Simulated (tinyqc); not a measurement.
Strain, valley repopulation and piezoresistance in a many-valley conduction band: one step, computed by the program tinyqc. Command: `OMP_NUM_THREADS=1 python tinyqc.py 3004281 3004282 out.jsonl valleys walk`. One thread of a shared host (Intel(R) Xeon(R) Processor @ 2.30GHz), about 0.03 s of CPU time with the checks.

Valleys are ellipsoids with mass m_l along the axis a and m_t across it, parabolic, with one constant relaxation time; strain shifts the valleys and leaves the masses alone. Currents are taken along [111], along the load, and along [1-10], across the load.

Question. Linear piezoresistance coefficients. Each of the 4 valleys holds n_v = N_v (2/sqrt(pi)) F_1/2((E_F - dE_v)/(k_B T)), N_v = 2 (m_d k_B T/(2 pi hbar^2))^(3/2), m_d = (m_l m_t^2)^(1/3); E_F solves sum n_v = n and is counted from the unstrained edge. F_j(eta) = int_0^infinity x^j/(1 + exp(x - eta)) dx, without a gamma-function factor. It is evaluated after integrating by parts. Integrals over x = E/(k_B T) use 160 Gauss-Legendre points in u = sqrt(x) from 0 to sqrt(max(eta, 0) + 32). With eta_0 the reduced Fermi level without strain, r = F_-1/2(eta_0)/(2 F_1/2(eta_0)) (1 for a classical gas) and c = r (Xi_u/k_B T) (m_l - m_t)/(2 m_l + m_t): pi44 = -c S44/3, pi11 = pi12 = 0.

Inputs (values chosen for the exercise, modelled on germanium):
```
quantity                            value    unit
longitudinal mass m_l                1.61     m_0
transverse mass m_t                0.0802     m_0
shear deformation potential Xi_u     16.7      eV
C11                                   129     GPa
C12                                  47.8     GPa
C44                                  66.9     GPa
electron density n                8.6e+18  1/cm^3
temperature T                          77       K
```

Valley axes: <111> (4 valleys). Load: uniaxial [111].

Constants: k_B = 8.617333262e-05 eV/K; m_0 = 9.1093837015e-31 kg; k_B = 1.380649e-23 J/K; hbar = 1.054571817e-34 J s.

Give: eta_0; degeneracy factor r; pi11; pi12; pi44.

Answer.

eta_0 = 3.983

degeneracy factor r = 0.3368

pi11 = 0 1e-11/Pa

pi12 = 0 1e-11/Pa

pi44 = -195.8 1e-11/Pa

Degeneracy lowers the coefficients to 34 % of the classical value.
